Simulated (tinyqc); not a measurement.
Worked calculation: empirical pseudopotential in a few plane waves. One step of it, computed by the program tinyqc.

Problem. Levels at G. Diagonalise the Hermitian matrix.

H(k) at G (eV), lower triangle (Hermitian):
```
                     +0+0+0               -1-1-1               -1-1+1               -1+1-1
+0+0+0             0.000000
-1-1-1   2.347445-0.654206i            11.853145
-1-1+1  -2.347445-0.654206i   0.000000+1.061244i            11.853145
-1+1-1  -2.347445-0.654206i   0.000000+1.061244i             0.190480            11.853145
-1+1+1  -2.347445+0.654206i            -0.190480   0.000000+1.061244i   0.000000+1.061244i
+1-1-1  -2.347445-0.654206i   0.000000+1.061244i             0.190480             0.190480
+1-1+1  -2.347445+0.654206i            -0.190480   0.000000+1.061244i             0.000000
+1+1-1  -2.347445+0.654206i            -0.190480             0.000000   0.000000+1.061244i
+1+1+1   2.347445+0.654206i             0.000000            -0.190480            -0.190480
-2+0+0   0.000000-1.061244i  -2.347445+0.654206i  -2.347445-0.654206i  -2.347445-0.654206i
+0-2+0   0.000000-1.061244i  -2.347445+0.654206i  -2.347445-0.654206i   0.577241-0.250138i
+0+0-2   0.000000-1.061244i  -2.347445+0.654206i   0.577241-0.250138i  -2.347445-0.654206i
+0+0+2   0.000000+1.061244i  -0.577241-0.250138i   2.347445+0.654206i  -0.577241+0.250138i
+0+2+0   0.000000+1.061244i  -0.577241-0.250138i  -0.577241+0.250138i   2.347445+0.654206i
+2+0+0   0.000000+1.061244i  -0.577241-0.250138i  -0.577241+0.250138i  -0.577241+0.250138i

                     -1+1+1               +1-1-1               +1-1+1               +1+1-1
-1+1+1            11.853145
+1-1-1             0.000000            11.853145
+1-1+1             0.190480   0.000000+1.061244i            11.853145
+1+1-1             0.190480   0.000000+1.061244i             0.190480            11.853145
+1+1+1   0.000000+1.061244i            -0.190480   0.000000+1.061244i   0.000000+1.061244i
-2+0+0   2.347445-0.654206i   0.577241-0.250138i  -0.577241-0.250138i  -0.577241-0.250138i
+0-2+0  -0.577241-0.250138i  -2.347445-0.654206i   2.347445-0.654206i  -0.577241-0.250138i
+0+0-2  -0.577241-0.250138i  -2.347445-0.654206i  -0.577241-0.250138i   2.347445-0.654206i
+0+0+2  -2.347445+0.654206i  -0.577241+0.250138i  -2.347445+0.654206i   0.577241+0.250138i
+0+2+0  -2.347445+0.654206i  -0.577241+0.250138i   0.577241+0.250138i  -2.347445+0.654206i
+2+0+0   0.577241+0.250138i   2.347445+0.654206i  -2.347445+0.654206i  -2.347445+0.654206i

                     +1+1+1     -2+0+0     +0-2+0     +0+0-2
+1+1+1            11.853145
-2+0+0  -0.577241+0.250138i  15.804193
+0-2+0  -0.577241+0.250138i   0.190480  15.804193
+0+0-2  -0.577241+0.250138i   0.190480   0.190480  15.804193
+0+0+2  -2.347445-0.654206i  -0.190480  -0.190480   0.000000
+0+2+0  -2.347445-0.654206i  -0.190480   0.000000  -0.190480
+2+0+0  -2.347445-0.654206i   0.000000  -0.190480  -0.190480

           +0+0+2     +0+2+0     +2+0+0
+0+0+2  15.804193
+0+2+0   0.190480  15.804193
+2+0+0   0.190480   0.190480  15.804193
```

Give: eigenvalues.

Solution.

eigenvalues (eV): -4.6147  7.1358  7.1358  7.1358  8.5897  12.0550  12.0550  12.0550  15.4232  15.4232  16.3909  19.9388  19.9388  19.9388  21.0493
